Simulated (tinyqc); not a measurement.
Two-dimensional dopant profile at a mask edge: lateral junction, overlap and effective channel length: one step, computed by the program tinyqc. Command: `OMP_NUM_THREADS=1 python tinyqc.py 3013388 3013389 out.jsonl lateral walk`. One thread of a shared host (Intel(R) Xeon(R) Processor @ 2.30GHz), about 0.01 s of CPU time with the checks.

Ions enter for y < 0; the mask (spacer, then gate) covers y > 0. x is the depth. The surface reflects dopant during the anneal.

Task: Widths and vertical profile. Widths s_x^2 = (vertical straggle)^2 + 2 D t, s_y^2 = (lateral straggle)^2 + 2 D t. C(x, y) = V(x) (1/2) erfc(y/(sqrt2 s_y)), V(x) = Q/(sqrt(2 pi) s_x) [exp(-(x - R_p)^2/(2 s_x^2)) + exp(-(x + R_p)^2/(2 s_x^2))]; 1 nm = 1e-7 cm. The vertical junction far from the mask solves V(x) = C_B.

Inputs (values chosen for the exercise, modelled on a source-drain extension in silicon): dose Q = 1.7e+15 1/cm^2; projected range R_p = 3.2 nm; vertical straggle = 1 nm; lateral straggle = 1.4 nm; anneal budget D t = 6.1e-15 cm^2; channel doping C_B = 7.2e+17 1/cm^3.

Give: s_x; s_y; V at the surface; V at R_p; vertical junction x_j.

Result:

s_x = 1.4900 nm

s_y = 1.7833 nm

V at the surface = 9.0698e+20 1/cm^3

V at R_p = 4.5522e+21 1/cm^3

vertical junction x_j = 9.4336 nm

Caution: the peak exceeds usual solubilities, so part of the dose is inactive and diffusion is concentration dependent.
